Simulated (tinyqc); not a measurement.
Thin-film transistor with exponential tail and deep states, accumulation layer: two steps of the calculation.

An undoped film in accumulation, thicker than the space-charge layer. With band bending psi the Fermi level lies E0 - psi below the band edge. Free electrons n = n0 exp(psi/Vt) carry the current; electrons in two exponential distributions of traps, a = a0 exp(psi/Va) and d = d0 exp(psi/Vp), do not. Linear regime, ohmic contacts, traps in equilibrium.

Values chosen for this exercise; values close to those of amorphous silicon: temperature T = 270 K; relative permittivity of the semiconductor eps_r = 11.8; band mobility mb = 9.3 cm^2/(V s); characteristic temperature of the tail Tt = 320 K; characteristic temperature of the deep states Td = 980 K; gate capacitance Ci = 60 nF/cm^2; ratio W/L WL = 5; drain voltage Vd = 0.1 V; gate voltage above flat band Vg = 6.2 V.

Constants: q = 1.602176634e-19 C, kB = 1.380649e-23 J/K, Vt = kB T/q, eps0 = 8.8541878128e-14 F/cm where lengths are in cm. Results are converted to the units shown.

Problem 1. Surface potential by Newton steps. Va = kB Tt/q, Vp = kB Td/q. G(psi) = sum over the three kinds of c0 [V (exp(psi/V) - 1) - psi], field F = sqrt(2 q G/(eps0 eps_r)); Vg = psi + eps0 eps_r F/Ci at the surface. f = psi + eps0 eps_r F/Ci - Vg, f' = 1 + q rho/(Ci F) with rho = sum c0 (exp(psi/V) - 1); psi(new) = psi - f/f'.

psi at the start = 0.7 V
n0 = 3.1671536e7 cm^-3
a0 = 3.1926677e10 cm^-3
d0 = 3.8209396e14 cm^-3

Give: F; f; f'; psi after iteration 1.

Solution 1.

F = 5589.3 kV/cm
f = 91.828 V
f' = 1791.8
psi after iteration 1 = 0.64875 V

Problem 2. Free and total charge, current. Total charge Q = Ci (Vg - psi_s); free charge Qf = q times the integral of n0 (exp(psi/Vt) - 1)/F over psi from 0 to psi_s; I = (W/L) mb Qf Vd; effective mobility mb Qf/Q.

psi_s = 0.543045334 V
n0 = 3.16715356e7 cm^-3
a0 = 3.19266774e10 cm^-3
d0 = 3.82093961e14 cm^-3

Give: surface densities; Q; Qf; effective mobility; I.

Solution 2.

surface densities (cm^-3): free 4.3358e17, tail 1.1396e19, deep 2.3706e17
Q = 339.42 nC/cm^2
Qf = 8.0354 nC/cm^2
effective mobility = 0.22017 cm^2/(V s)
I = 37.365 nA

Numbers from tinyqc (`OMP_NUM_THREADS=1 python tinyqc.py 2610016 2610017 out.jsonl`; about 0.02 s on one thread of a shared Intel Xeon 2.30GHz).
